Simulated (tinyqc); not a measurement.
Wannier function of the lower band of a two-orbital chain: one step. Bloch states in the projection gauge. Two cases, with inputs chosen for the exercise.

Task: Diagonalise at each mesh point and fix the phase.

H(k) = [[-d/2 - 2 ta cos k, -t1 - t2 exp(-ik)], [-t1 - t2 exp(ik), d/2 - 2 tb cos k]], k in 1/a, Bloch sums with exp(ikR) and without the positions inside the cell. Mesh k_j = 2 pi j/N. Projection gauge: each lower eigenvector u is multiplied by the phase that makes <trial|u> real and positive (the one-band case of Loewdin orthogonalisation). Wannier amplitudes w(R) = (1/N) sum_k exp(ikR) u(k); hoppings H(R) = (1/N) sum_k exp(-ikR) E(k).

Case 1.

Values chosen: d = 1.15 eV (A at -d/2, B at +d/2); t1 = 0.92 eV (A-B in the cell); t2 = 1.38 eV (B to A of the next cell); ta = -0.03 eV (A-A between cells); tb = -0.07 eV (B-B between cells); N = 5 (k points); th = 45 degrees (trial orbital cos(th) A + sin(th) B in cell 0).

Case 2.

Values chosen: d = 1.4 eV (A at -d/2, B at +d/2); t1 = 1.33 eV (A-B in the cell); t2 = 0.81 eV (B to A of the next cell); ta = 0.11 eV (A-A between cells); tb = -0.12 eV (B-B between cells); N = 6 (k points); th = 20 degrees (trial orbital cos(th) A + sin(th) B in cell 0).

Give: Mesh.

Result:

Case 1.

Mesh:
```
j  E lower (eV)  E upper (eV)               u_A               u_B  |<trial|u>|
0       -2.2808        2.4808           0.79319           0.60897       0.9915
1       -1.9390        2.0008  0.76365-0.25675i  0.53385+0.25675i       0.9175
2       -1.0764        0.9146  0.75217-0.45474i  0.14375+0.45474i       0.6335
3       -1.0764        0.9146  0.75217+0.45474i  0.14375-0.45474i       0.6335
4       -1.9390        2.0008  0.76365+0.25675i  0.53385-0.25675i       0.9175
```

The projection is smallest at j = 2 and 3 (0.6335); the gauge is smooth as long as it stays away from zero.

Case 2.

Mesh:
```
j  E lower (eV)  E upper (eV)               u_A               u_B  |<trial|u>|
0       -2.3233        2.3433           0.83623           0.54838       0.9734
1       -2.0362        2.0462  0.83421-0.06107i  0.52174+0.16778i       0.9623
2       -1.3050        1.2950  0.84590-0.09721i  0.45128+0.26709i       0.9492
3       -0.7109        0.6909           0.91393           0.40587       0.9976
4       -1.3050        1.2950  0.84590+0.09721i  0.45128-0.26709i       0.9492
5       -2.0362        2.0462  0.83421+0.06107i  0.52174-0.16778i       0.9623
```

The projection is smallest at j = 2 and 4 (0.9492); the gauge is smooth as long as it stays away from zero.

Computed by tinyqc, one run a case: `OMP_NUM_THREADS=1 python tinyqc.py N N+1 out.jsonl` with N = 1452009, 1452729; one thread of a shared Intel(R) Xeon(R) Processor @ 2.30GHz, about 0.1 s a run at most.
